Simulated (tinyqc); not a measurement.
Inside a calculation. Method: plane-wave Kohn-Sham cycle with exchange-only LDA in a layered model solid. One step of it, computed by the program tinyqc.

Task: Iteration 1: potential. V_H(G) = 4 pi rho(G)/G^2 for G != 0 (uniform background); v_x = -(3 rho/pi)^(1/3); V = V_ext + V_H + v_x; Fourier components f(G_m) = (1/N) sum_j f(x_j) exp(-i G_m x_j).

A solid whose potential varies along x alone (atomic units):

| parameter | value |
|---|---|
| period a | 10.700000 |
| cross-section of the cell | 12.000000 |
| electrons per cell | 2 |
| grid points | 16 |
| plane waves -n..n, n | 3 |
| k points | 4 |
| V1 in V1 cos(2 pi x/a) | -0.530000 |
| V2 in V2 cos(4 pi x/a) | 0.080000 |

density at the start, on the grid x_j = j a/N (e/bohr^3): 0.01557632  0.01557632  0.01557632  0.01557632  0.01557632  0.01557632  0.01557632  0.01557632  0.01557632  0.01557632  0.01557632  0.01557632  0.01557632  0.01557632  0.01557632  0.01557632

Give: Potentials on the grid; V(G_m), m = 0, 1, 2, ....

Result:

Potentials on the grid (hartree):

| x | V_ext | V_H | v_x | V |
|---|---|---|---|---|
| 0.0000 | -0.4500 | 0.0000 | -0.2459 | -0.6959 |
| 0.6687 | -0.4331 | 0.0000 | -0.2459 | -0.6790 |
| 1.3375 | -0.3748 | 0.0000 | -0.2459 | -0.6207 |
| 2.0063 | -0.2594 | 0.0000 | -0.2459 | -0.5053 |
| 2.6750 | -0.0800 | 0.0000 | -0.2459 | -0.3259 |
| 3.3438 | 0.1463 | 0.0000 | -0.2459 | -0.0997 |
| 4.0125 | 0.3748 | 0.0000 | -0.2459 | 0.1288 |
| 4.6813 | 0.5462 | 0.0000 | -0.2459 | 0.3003 |
| 5.3500 | 0.6100 | 0.0000 | -0.2459 | 0.3641 |
| 6.0187 | 0.5462 | 0.0000 | -0.2459 | 0.3003 |
| 6.6875 | 0.3748 | 0.0000 | -0.2459 | 0.1288 |
| 7.3563 | 0.1463 | 0.0000 | -0.2459 | -0.0997 |
| 8.0250 | -0.0800 | 0.0000 | -0.2459 | -0.3259 |
| 8.6937 | -0.2594 | 0.0000 | -0.2459 | -0.5053 |
| 9.3625 | -0.3748 | 0.0000 | -0.2459 | -0.6207 |
| 10.0312 | -0.4331 | 0.0000 | -0.2459 | -0.6790 |

V(G_m), m = 0, 1, 2, ... (hartree): -0.2459  -0.2650  0.0400  0.0000  0.0000  0.0000  0.0000
